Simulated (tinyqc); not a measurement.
Mobility and doping from two currents.

Inverse problem. A trap-free film with injecting contacts is fitted, with diffusion neglected, by J = q mu N V/Lf + (9/8) eps0 eps_r mu V^2/Lf^3. Find mu, N and the voltage at which both terms are equal.

Inputs (values chosen for the exercise):
```
symbol,value,unit,meaning
eps_r,16.3,,relative permittivity
Lf,530,nm,film thickness
```

Constants: q = 1.602176634e-19 C, eps0 = 8.8541878128e-14 F/cm where lengths are in cm. Results are converted to the units shown.

J at 2.7 and 13 V (A/cm^2): 46.411696  413.30261

Answer. J/V is a straight line in V: the slope gives mu and the intercept mu N.

mu = 0.130 cm^2/(V s)
N = 3.40e16 cm^-3
crossover voltage = 9.42 V

Numbers from tinyqc (`OMP_NUM_THREADS=1 python tinyqc.py 2730052 2730053 out.jsonl`; about 3 s on one thread of a shared Intel Xeon 2.30GHz).
